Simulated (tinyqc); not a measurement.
Worked calculation: tight binding, dimerised chain. One step of it, computed by the program tinyqc.

Problem. Open chain of 4 cells. The same hoppings without the wrap-around bond.

H of the open chain (eV), lower triangle:
```
           1          2          3          4          5          6          7          8
1   0.480000
2  -1.620000  -0.480000
3   0.000000  -1.810000   0.480000
4   0.000000   0.000000  -1.620000  -0.480000
5   0.000000   0.000000   0.000000  -1.810000   0.480000
6   0.000000   0.000000   0.000000   0.000000  -1.620000  -0.480000
7   0.000000   0.000000   0.000000   0.000000   0.000000  -1.810000   0.480000
8   0.000000   0.000000   0.000000   0.000000   0.000000   0.000000  -1.620000  -0.480000
```

Give: levels; weights of the highest filled level on the sites.

Solution.

levels (eV): -3.257  -2.663  -1.757  -0.681  0.681  1.757  2.663  3.257

weights of the highest filled level on the sites: 0.071  0.036  0.047  0.136  0.023  0.272  0.006  0.409

The bulk gap runs from -0.5162 to 0.5162 eV; no level of this chain lies inside it.
